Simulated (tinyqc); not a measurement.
Worked calculation: three-band tight binding of a dichalcogenide monolayer. Values are carried at full precision from step to step, so a last printed digit may differ when a step is redone from the rounded ones.

Basis dz2, dxy, dx2-y2 on a triangular lattice, nearest neighbours; alpha = kx a/2, beta = sqrt3 ky a/2. h0 = e1 + 2 t0 (cos 2alpha + 2 cos alpha cos beta); h1 = -2 sqrt3 t2 sin alpha sin beta + 2i t1 (sin 2alpha + sin alpha cos beta); h2 = 2 t2 (cos 2alpha - cos alpha cos beta) + 2i sqrt3 t1 cos alpha sin beta; h11 = e2 + 2 t11 cos 2alpha + (t11 + 3 t22) cos alpha cos beta; h22 = e2 + 2 t22 cos 2alpha + (3 t11 + t22) cos alpha cos beta; h12 = sqrt3 (t22 - t11) sin alpha sin beta + 4i t12 sin alpha (cos alpha - cos beta) + i lam sz. H = [[h0, h1, h2], [., h11, h12], [., ., h22]], Hermitian; the lowest band of each spin is filled. K = (4 pi/3a, 0), M = (pi/a, pi/(sqrt3 a)).

Parameters, chosen for this exercise (near a published set for monolayer WSe2; not measured data): a = 3.335 angstrom (lattice constant); e1 = 0.944 eV (level of dz2); e2 = 2.174 eV (level of dxy and dx2-y2); t0 = -0.208 eV (hopping); t1 = 0.46 eV (hopping); t2 = 0.49 eV (hopping); t11 = 0.261 eV (hopping); t12 = 0.327 eV (hopping); t22 = 0.033 eV (hopping); lam = 0.232 eV (spin-orbit constant); sz = 1 (spin); k = (0.26, 0.44) 1/angstrom (wave vector).

## H at one k

Form alpha, beta and the matrix.

alpha, beta (rad): 0.43355  1.27081

H (eV), lower triangle (Hermitian):
```
,z2,xy,x2-y2
z2,0.4517
xy,-0.6812-0.8157i,2.6083
x2-y2,0.3713-1.3815i,-0.1585-0.5683i,2.4355
```

## Levels and weights

Diagonalise H.

levels (eV): -0.7314  2.9343  3.2927

weights:
```
,band 1,band 2,band 3
z2,0.693,0.141,0.165
xy,0.115,0.615,0.270
x2-y2,0.191,0.244,0.565
```

## Closed forms at K and Gamma

Three-band model of dz2 (level e1) and dxy, dx2-y2 (level e2), spin sz = +/-1; t1 and t2 drop out at these points. At K: e2 - (3/2)(t11 + t22) - 3 sqrt3 t12 + lam sz (valence), e1 - 3 t0 (conduction), e2 - (3/2)(t11 + t22) + 3 sqrt3 t12 - lam sz. At Gamma: e1 + 6 t0 (valence) and e2 + 3 (t11 + t22) -/+ lam.

Levels (eV):
```
point,band 1,band 2,band 3
"K, spin up",0.2659,1.5680,3.2001
"K, spin down",-0.1981,1.5680,3.6641
Gamma,-0.3040,2.8240,3.2880
```

smallest direct gap at K = 1.3021 eV
Ev(K) - Ev(Gamma) = 0.5699 eV

Of the two points, the valence band is higher at K, by 570 meV. The dz2 conduction state at K has no atomic orbital angular momentum (Lz = 0) and is not split at this order.

## Bands for both spins

The two lowest bands at the points named.

Levels (eV):
```
k,"v, up","c, up","v, down","c, down"
G,-0.3040,2.8240,-0.3040,2.8240
G-K 0.25,-0.4982,2.7834,-0.5337,2.8926
G-K 0.5,-0.6345,2.7194,-0.7916,2.9519
G-K 0.6,-0.5688,2.7735,-0.7800,2.7998
G-K 0.75,-0.2969,2.3987,-0.5937,2.2639
G-K 0.9,0.1173,1.7619,-0.2931,1.7131
K,0.2659,1.5680,-0.1981,1.5680
K-M 0.5,-0.2404,2.1946,-0.5095,2.0774
M,-0.5774,2.3187,-0.5774,2.3187
M-G 0.5,-0.6779,2.6524,-0.6779,2.6524
```

The spins are degenerate from M to Gamma, since a vertical mirror plane holds this line and flips sz, and the valence splitting is largest at K (464 meV). The lowest conduction level listed is at K. With nearest neighbours alone the model is made for the neighbourhood of K.

## Checks

- Closed forms at K against the matrix: they agree to 1e-10 or better.

Run: tinyqc, `OMP_NUM_THREADS=1 python tinyqc.py 1451848 1451849 out.jsonl`; Intel(R) Xeon(R) Processor @ 2.30GHz, one thread, shared host; about 0.01 s of CPU time with all checks.
